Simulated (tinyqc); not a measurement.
MOS capacitor on a p-type substrate, surface potential from the exact charge relation: two steps of the calculation.

Uniform p-type substrate, Boltzmann statistics, full ionisation, classical densities. psi is the surface potential against the body (positive when the bands bend down) and u = psi/Vt. Traps are spread evenly over the gap and neutral at flat band, so their charge is -q Dit psi; the minority quasi-Fermi level is shifted by Vb.

Inputs (values chosen for the exercise); band and dielectric values close to those of 4H silicon carbide: temperature T = 300 K; band gap Eg = 3.22 eV; relative permittivity eps_r = 9.83; conduction-band density of states at T Nc = 1.68e19 cm^-3; valence-band density of states at T Nv = 2.53e19 cm^-3; acceptor density of the substrate N = 3.4e16 cm^-3; relative permittivity of the gate insulator (close to zirconium oxide) eox = 25.4; insulator thickness tox = 36 nm; fixed charge at the interface, in units of q Nf = 0 cm^-2; density of interface traps Dit = 4.7e10 cm^-2 eV^-1; reverse bias of the inversion layer against the body Vb = 0 V; gate voltage against the body Vg = 1.3 V.

Constants: q = 1.602176634e-19 C, kB = 1.380649e-23 J/K, Vt = kB T/q, eps0 = 8.8541878128e-14 F/cm where lengths are in cm. Results are converted to the units shown.

Problem 1. Newton step for the surface potential. u = psi/Vt; F^2 = exp(-u) + u - 1 + r (exp(u) - u - 1); Qs = -sign(u) Q0 F; Cs = -dQs/dpsi = (Q0/Vt) |1 - exp(-u) + r (exp(u) - 1)|/(2 F). f = Vfb + psi + (q Dit psi - Qs)/Cox - Vg, f' = 1 + (Cs + q Dit)/Cox, psi(new) = psi - f/f'.

psi at the start = 3.5190614 V
Cox = 0.62471214 uF/cm^2
Vfb = -2.2190614 V
Q0 = 15.656975 nC/cm^2
r = 2.9638265e-49

Wanted: u; F; Qs; Cs; f; f'; psi after iteration 1.

Solution 1.

u = 136.12
F = 1.9712e5
Qs = -3.0864e6 nC/cm^2
Cs = 59693 uF/cm^2
f = 4940.5 V
f' = 95554
psi after iteration 1 = 3.4674 V

This iterate lies far beyond the solution, so its charge is not a physical one.

Problem 2. Charges, field and capacitances at the solution. ni = sqrt(Nc Nv) exp(-Eg/(2 Vt)), Eg in volts; phiF = Vt ln(N/ni); Cox = eps0 eox/tox; Vfb = phiM - chi - (Eg - Vt ln(Nv/N)) - q Nf/Cox; Q0 = sqrt(2 eps0 eps_r q N Vt); r = (ni/N)^2 exp(-Vb/Vt); VT = Vfb + [(2 phiF + Vb)(1 + q Dit/Cox) + sqrt(2 eps0 eps_r q N (2 phiF + Vb))/Cox].

Low frequency: 1/C_LF = 1/Cox + 1/(Cs + q Dit). High frequency, in the simple estimate in which traps and minority carriers do not follow: 1/C_HF = 1/Cox + 1/Cd, Cd being Cs with r = 0 at the same psi. Minority sheet density N_inv = (Q0/(2 q)) int_0^u r (exp(t) - 1)/F(t) dt for u > 0. Oxide field |Qs - q Dit psi + q Nf|/(eps0 eox).

converged psi = 3.0273960 V

Find: Qs; N_inv; oxide field; Cs; C_LF/Cox; C_HF/Cox.

Solution 2.

Qs = -284.35 nC/cm^2
N_inv = 7.2451e11 cm^-2
oxide field = 0.13657 MV/cm
Cs = 3.5804 uF/cm^2
C_LF/Cox = 0.85170
C_HF/Cox = 0.043049

The surface is in strong inversion (borders at |psi| = 0, phiF + Vb and 2 phiF + Vb = 2.89 V). Minority carriers make up 40.8 % of Qs.

Program tinyqc, `OMP_NUM_THREADS=1 python tinyqc.py 2060005 2060006 out.jsonl`; Intel Xeon 2.30GHz, shared host, one thread, about 0.01 s.
